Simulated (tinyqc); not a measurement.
What an interlayer buys: scattering of inversion-layer electrons by surface optical phonons of the gate insulator (remote phonon scattering). Computed by tinyqc, a small Python program. Command: `OMP_NUM_THREADS=1 python tinyqc.py 3114196 3114197 out.jsonl sophonon walk`. One thread of a shared host (Intel(R) Xeon(R) Processor @ 2.30GHz), about 0.02 s of CPU time with the checks.

One subband with the Fang-Howard envelope; insulator and channel are half-spaces, the gate is far away, and an interlayer only moves the polar surface away by t (its own modes and its permittivity contrast are left out).

Inputs (values chosen for the exercise, modelled on HfO2 on germanium):
```
quantity                                   value        unit
static constant of the insulator eps_0s     21.4           -
intermediate constant eps_i                 6.48           -
optical constant eps_inf                    5.08           -
hbar omega_TO1                              12.6         meV
hbar omega_TO2                              48.5         meV
constant of the channel eps_s               16.2           -
in-plane mass m                             0.12         m_0
valleys g_v                                    4           -
sheet density n                          3.5e+12      1/cm^2
mean distance of the electrons z0 = 3/b      2.8          nm
interlayer thickness t                         0          nm
temperature T                                400           K
mobility from other processes                250  cm^2/(V s)
```

Screening by the channel electrons: static.

Constants: k_B = 8.617333262e-05 eV/K; hbar^2/(2 m_0) = 3.80998212 eV angstrom^2; e^2/(4 pi eps_0) = 14.39964548 eV angstrom; hbar = 6.582119569e-16 eV s; e = 1.602176634e-19 C; m_0 = 9.1093837015e-31 kg.

Method:
- eps(w) = eps_inf + (eps_0s - eps_i) w1^2/(w1^2 - w^2) + (eps_i - eps_inf) w2^2/(w2^2 - w^2). Surface modes solve eps(w) + eps_s = 0, a quadratic in w^2; the strength of a mode is g = 2/(w d eps/dw).
- Occupation N = 1/(exp(hbar w/(k_B T)) - 1).
- Density of states D = g_v m/(pi hbar^2); eta = E_F/(k_B T) = ln(exp(n/(D k_B T)) - 1); screening wave number q_s = e^2 D/(2 eps_0 eps_avg) x 1/(1 + exp(-eta)), eps_avg = (eps_s + eps_inf)/2; b = 3/z0.
- For a mode of strength g, without the occupation factor, Area x |M(q)|^2 = e^2 hbar w g/(2 eps_0 q) x (b/(b + q))^6 exp(-2 q t) / (1 + (q_s/q) H(q))^2, H = (1 + 9 x/8 + 3 x^2/8)/(1 + x)^3, x = q/b.
- Approximate momentum relaxation rate, taking tau v alike in the initial and final states: 1/tau = (m/(2 pi hbar^3)) sum over modes and over absorption (N, E' = E + hbar w) and emission (N + 1, E' = E - hbar w > 0) of [(1 - f(E'))/(1 - f(E))] int_0^(2 pi) Area |M(q)|^2 (1 - cos theta) d theta, q^2 = k^2 + k'^2 - 2 k k' cos theta, f the Fermi function; 48 midpoints in theta from 0 to pi.
- mu = (e/m) int tau E f (1 - f) dE/(k_B T int f dE), by 300 midpoints from 0 to (max(eta, 0) + 14) k_B T; Matthiessen sum with the other processes.

hbar omega_SO (meV): 1 16.1987, 2 50.1466

strengths g: 1 0.0172217, 2 0.0031750

occupations N: 1 1.66693, 2 0.30453

b = 1.07143 1/nm

q_s = 0.677473 1/nm

eta = -0.416557

Against the interlayer thickness:
```
t (nm)  remote-phonon mobility (cm^2/(V s))  total (cm^2/(V s))
0.0                              1.9181e+04              246.78
0.3                              2.9604e+04              247.91
0.6                              4.4515e+04              248.60
1.0                              7.3425e+04              249.15
1.5                              1.2839e+05              249.51
2.0                              2.1047e+05              249.70
3.0                              4.8731e+05              249.87
```

1 nm of interlayer raises the remote-phonon mobility by a factor 3.83, as exp(2 q t) with an effective q of 0.67 per nm; between 2 and 3 nm the effective q is 0.42. The total goes from 247 to 249 over the first nanometre.

Extremes, crossings and ranges named in words are read from the listed rows.
